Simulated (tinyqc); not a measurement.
Donor or exciton in a quantum well (variational effective-mass method): one step, computed by the program tinyqc.

H = -nabla^2 - 2/|r - r_i| + V(z) in effective units; trial function psi = f(z) exp(-|r - r_i|/lambda), f the ground state of the well. Mass and screening are the same in well and barrier; l = L/a* is the width in effective units. Bands are flat: no polarisation or applied field.

Question. The subband. k solves k tan(k l/2) = sqrt(v - k^2), v = V_0/Ry*, 0 < k l/2 < pi/2 (bisection); f = cos(k z) inside and cos(k l/2) exp(-kappa (|z| - l/2)) outside, kappa = sqrt(v - k^2); subband energy k^2 Ry*.

Inputs (values chosen for the exercise, modelled on CdS): well width L = 1.5 nm; barrier height V_0 = 0.41 eV.

Centre: donor. Barriers: finite.

l = 0.6595809

Ry* = 35.93542 meV

Give: k; subband energy; kappa.

Answer.

k = 2.385 1/a*

subband energy = 204.5 meV

kappa = 2.392 1/a*

Caution: so narrow a well has large confinement energy, where non-parabolicity and barrier penetration matter.
